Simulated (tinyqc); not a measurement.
## Width from the threshold shift

Problem. Undoped body with a flat potential across it, hard walls, transport along x. One isotropic valley (g = 1, mx = my = mz = me). Non-parabolicity enters the subband edges through E (1 + al E) = gamma, so E = 2 gamma/(1 + sqrt(1 + 4 al gamma)); motion within a subband is taken as parabolic with the band-edge mass. Energies are counted from the bulk band edge. gamma = C pi^2 [a^2/(my (t + dl)^2) + b^2/(mz (H + dl)^2)], C = hbar^2/(2 m0). Each subband has N_k = g sqrt(2 mx m0 kB T/(pi hbar^2)); without degeneracy n = exp(EF/Vt) sum N_k exp(-E_k/Vt). Classical value Nc times t H, Nc = sum over valleys of 2 g (m m0 kB T/(2 pi hbar^2))^1.5 with m = (mx my mz)^(1/3). Threshold shift dVT = Vt ln(classical value/sum N_k exp(-E_k/Vt)). Find t and the lowest subband edge.

Values chosen for this exercise; masses close to those of InAs: temperature T = 77 K; mass at the band edge me = 0.0234 m0; non-parabolicity al = 2.7 1/eV; widening of the box by penetration into the insulator dl = 0 nm; height (along z) H = 26.6 nm.

Constants: q = 1.602176634e-19 C, kB = 1.380649e-23 J/K, hbar = 1.054571817e-34 J s, m0 = 9.1093837015e-31 kg, Vt = kB T/q, hbar^2/(2 m0) = 0.0380998212 eV nm^2. Results are converted to the units shown.

dVT = 76.755122 mV

Solution. dVT is evaluated for trial values of t with all subbands; between 1.5 and 25 nm one value matches.

t = 13.3 nm
E_1 = 91.1 meV

tinyqc, about 0.09 s, one thread, Intel Xeon 2.30GHz (shared host): `OMP_NUM_THREADS=1 python tinyqc.py 2350087 2350088 out.jsonl`
